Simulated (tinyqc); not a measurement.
Luttinger-Kohn k.p, four valence bands, step by step. One step of it, computed by the program tinyqc.

Task: Bloch Hamiltonian at k. P = c g1 k^2, Q = c g2 (kx^2 + ky^2 - 2 kz^2), R = c sqrt3 [-g2 (kx^2 - ky^2) + 2i g3 kx ky], S = 2 c sqrt3 g3 (kx - i ky) kz, c = hbar^2/2m = 3.809982 eV angstrom^2; rows [P+Q, -S, R, 0], [-S*, P-Q, 0, R], [R*, 0, P-Q, S], [0, R*, S*, P+Q]. The path ends lie at |k| = 0.07 1/angstrom.

Luttinger parameters chosen for this model; energies are counted downward from the top of the valence band:
```
parameter      value  unit
g1         19.730000
g2          6.240000
g3          9.270000
```

k point k (1/angstrom): -0.011000  -0.042000  -0.027000

Give: H(k) at k.

Result:

H(k) at k (eV), lower triangle (Hermitian):
```
                  3/2             1/2            -1/2    -3/2
3/2            0.2066
1/2   -0.0363-0.1387i          0.1863
-1/2   0.0677-0.0565i          0.0000          0.1863
-3/2           0.0000  0.0677-0.0565i  0.0363+0.1387i  0.2066
```
